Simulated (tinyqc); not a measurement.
Zigzag graphene nanoribbon in tight binding: one step. The chain at this k. Three cases, with inputs chosen for the exercise.

Problem. Form the k-dependent bond and the matrix.

A zigzag ribbon of N chains, sites A1, B1, A2, ..., BN across it. For each k it is a chain with bonds -2t cos(k/2) (A_n to B_n) and -t (B_n to A_(n+1)), and +D, -D on A and B. A1 and BN are the edge sites; the Dirac points project to k = 2 pi/3.

Give: 2 cos(k/2); H(k).

Case 1.

Values chosen (near those used for graphene; shifted at random, so the results belong to these values and not to a real crystal): t = 2.84 eV (hopping); N = 4 (zigzag chains); D = 0 eV (sublattice potential, +D on A and -D on B); k = 2.54 (k times the period sqrt3 acc).

Solution.

2 cos(k/2) = 0.59256

H(k) (eV):
```
         A1       B1       A2       B2       A3       B3       A4       B4
A1        0  -1.6829        0        0        0        0        0        0
B1  -1.6829        0  -2.8400        0        0        0        0        0
A2        0  -2.8400        0  -1.6829        0        0        0        0
B2        0        0  -1.6829        0  -2.8400        0        0        0
A3        0        0        0  -2.8400        0  -1.6829        0        0
B3        0        0        0        0  -1.6829        0  -2.8400        0
A4        0        0        0        0        0  -2.8400        0  -1.6829
B4        0        0        0        0        0        0  -1.6829        0
```

An edge state of the finite ribbon needs 2 cos(k/2) < N/(N + 1) = 0.8000: it exists here.

Case 2.

Values chosen (near those used for graphene; shifted at random, so the results belong to these values and not to a real crystal): t = 2.82 eV (hopping); N = 6 (zigzag chains); D = 0.08 eV (sublattice potential, +D on A and -D on B); k = 2.32 (k times the period sqrt3 acc).

Solution.

2 cos(k/2) = 0.79868

H(k) (eV):
```
         A1       B1       A2       B2       A3       B3       A4       B4       A5       B5       A6       B6
A1   0.0800  -2.2523        0        0        0        0        0        0        0        0        0        0
B1  -2.2523  -0.0800  -2.8200        0        0        0        0        0        0        0        0        0
A2        0  -2.8200   0.0800  -2.2523        0        0        0        0        0        0        0        0
B2        0        0  -2.2523  -0.0800  -2.8200        0        0        0        0        0        0        0
A3        0        0        0  -2.8200   0.0800  -2.2523        0        0        0        0        0        0
B3        0        0        0        0  -2.2523  -0.0800  -2.8200        0        0        0        0        0
A4        0        0        0        0        0  -2.8200   0.0800  -2.2523        0        0        0        0
B4        0        0        0        0        0        0  -2.2523  -0.0800  -2.8200        0        0        0
A5        0        0        0        0        0        0        0  -2.8200   0.0800  -2.2523        0        0
B5        0        0        0        0        0        0        0        0  -2.2523  -0.0800  -2.8200        0
A6        0        0        0        0        0        0        0        0        0  -2.8200   0.0800  -2.2523
B6        0        0        0        0        0        0        0        0        0        0  -2.2523  -0.0800
```

An edge state of the finite ribbon needs 2 cos(k/2) < N/(N + 1) = 0.8571: it exists here.

Case 3.

Values chosen (near those used for graphene; shifted at random, so the results belong to these values and not to a real crystal): t = 2.96 eV (hopping); N = 4 (zigzag chains); D = 0 eV (sublattice potential, +D on A and -D on B); k = 1.86 (k times the period sqrt3 acc).

Solution.

2 cos(k/2) = 1.19567

H(k) (eV):
```
         A1       B1       A2       B2       A3       B3       A4       B4
A1        0  -3.5392        0        0        0        0        0        0
B1  -3.5392        0  -2.9600        0        0        0        0        0
A2        0  -2.9600        0  -3.5392        0        0        0        0
B2        0        0  -3.5392        0  -2.9600        0        0        0
A3        0        0        0  -2.9600        0  -3.5392        0        0
B3        0        0        0        0  -3.5392        0  -2.9600        0
A4        0        0        0        0        0  -2.9600        0  -3.5392
B4        0        0        0        0        0        0  -3.5392        0
```

An edge state of the finite ribbon needs 2 cos(k/2) < N/(N + 1) = 0.8000: not met here.

Computed by tinyqc, one run a case: `OMP_NUM_THREADS=1 python tinyqc.py N N+1 out.jsonl` with N = 1451445, 1451941, 1451999; one thread of a shared Intel(R) Xeon(R) Processor @ 2.30GHz, about 0.01 s a run at most.
